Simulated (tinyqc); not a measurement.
Inside a calculation. Model: MOSFET in saturation, small-signal circuit and noise.

Computed by the program tinyqc: `OMP_NUM_THREADS=1 python tinyqc.py 2150105 2150106 out.jsonl`, one thread of a shared Intel Xeon 2.30GHz, about 0.01 s for the whole run. Printed values are rounded.

Bias by the inversion coefficient IC = I/Ispec (charge-based model with velocity saturation; weak inversion below 0.1, strong above 10). Common-source circuit: gm, gds, Cgs, Cgd and Cj at the inner nodes, Rg in series with the gate; quasi-static, no source or drain resistance, no gate-body capacitance, no substrate network, no induced gate noise, so fmax is an upper estimate.

Inputs (values chosen for the exercise): temperature T = 350 K; gate length L = 65 nm; total gate width W = 40 um; gate capacitance Cox = 2.07 uF/cm^2; mobility mu = 270 cm^2/(V s); slope factor n = 1.16; velocity-saturation length Ls = 15 nm; ratio gds/gm sg = 0.085; overlap and fringe capacitance per side Cov = 0.35 fF/um; drain junction capacitance Cj = 0.8 fF/um; sheet resistance of the gate Rsh = 15 ohm; finger width Wf = 2 um; gate contact and vertical resistance Rc = 100 ohm um; inversion coefficient IC = 0.053; short-channel excess of the noise factor gw = 0.04; oxide trap density Nt = 1.3e18 cm^-3 eV^-1; tunnelling length into the oxide lt = 0.1 nm; Coulomb scattering coefficient ac = 1000 V s/C; signal frequency f = 1 GHz.

Constants: q = 1.602176634e-19 C, kB = 1.380649e-23 J/K, Vt = kB T/q. Results are converted to the units shown.

Range of the model: fmax exceeds 4 fT, where channel resistance and substrate losses, left out here, would cap it.

## Current, transconductance and gain

Ispec = 2 n mu Cox (W/L) Vt^2, lc = Ls/L, gms = [sqrt((lc IC + 1)^2 + 4 IC) - 1]/[2 + lc (lc IC + 1)], gm = gms Ispec/(n Vt), gds = sg gm.

Ispec = 725.856 uA
I = 38.4704 uA
gms = 0.0501570
gm = 1.04060 mS
gds = 0.0884508 mS
gm/I = 27.0493 1/V

gm/I is 94.6 % of its weak-inversion limit 1/(n Vt); without velocity saturation (lc = 0) gms would be 0.0505.

## Capacitances, gate resistance and cut-off frequencies

qs = [sqrt(1 + 4 IC) - 1]/2, Cgs = Cox W L qs (2 qs + 3)/(3 (qs + 1)^2) + Cov W, Cgd = Cov W, Cd = Cj W, Rg = Rsh (Wf/L)/(12 Nf) + Rc/W with Nf = W/Wf fingers (not rounded) contacted at both ends. fT = gm/(2 pi (Cgs + Cgd)), fmax = fT/(2 sqrt(Rg (gds + 2 pi fT Cgd))).

Cgs = 16.5436 fF
Cgd = 14 fF
Cd = 32 fF
Rg = 4.42308 ohm
fT = 5.42228 GHz
fmax = 54.2131 GHz

Overlap and fringe make up 91.7 % of the gate capacitance; fmax is 10.0 times fT.

## Admittance matrix

Inner admittances at w = 2 pi f: y11 = i w (Cgs + Cgd), y12 = -i w Cgd, y21 = gm - i w Cgd, y22 = gds + i w (Cgd + Cd). Invert to Z, add Rg to Z11 and invert back to Y.

inner y (mS):
```
                  1                 2
1  0.00000+0.19191i  0.00000-0.08796i
2  1.04060-0.08796i  0.08845+0.28903i
```

Y with Rg (mS):
```
                  1                  2
1  0.00016+0.19191i  -0.00007-0.08796i
2  1.04052-0.08885i   0.08849+0.28943i
```

## Current gain and unilateral power gain

|h21| = |Y21/Y11|; U = |Y21 - Y12|^2/(4 [Re Y11 Re Y22 - Re Y12 Re Y21]). Extrapolated at 20 dB a decade: f |h21| and f sqrt(U).

|h21| = 5.44162
U = 2939.06
f |h21| = 5.44162 GHz
f sqrt(U) = 54.2131 GHz

f |h21| is 0.36 % above the formula for fT, and f sqrt(U) within 0.01 % of that for fmax.

## Noise at the gate

Channel noise Sid = 4 kB T gam n gm with gam = (1/2 + (2/3) qs)/(1 + qs) + gw lc IC, qs = [sqrt(1 + 4 IC) - 1]/2, lc = Ls/L (the last term an empirical rise with velocity saturation); at the gate, white noise Sw = Sid/gm^2 + 4 kB T Rg. Number fluctuation with correlated mobility: S(f) = K/f, K = q^2 Vt lt Nt/(W L Cox^2) (1 + ac mu Cox I/gm)^2, Vt in eV with Nt per eV. Corner fc = K/Sw. Full shot noise would be 2 q I.

gam = 0.508494
Sid = 1.18642e-23 A^2/Hz
Sid/(2 q I) = 0.962435
sqrt(Sw) = 3.32295 nV/Hz^0.5
K = 9.41142e-11 V^2
fc = 8.52328 MHz

The gate resistance gives 0.77 % of the white noise power. In weak inversion gm = I/(n Vt), so with gam = 1/2 the thermal formula equals shot noise.
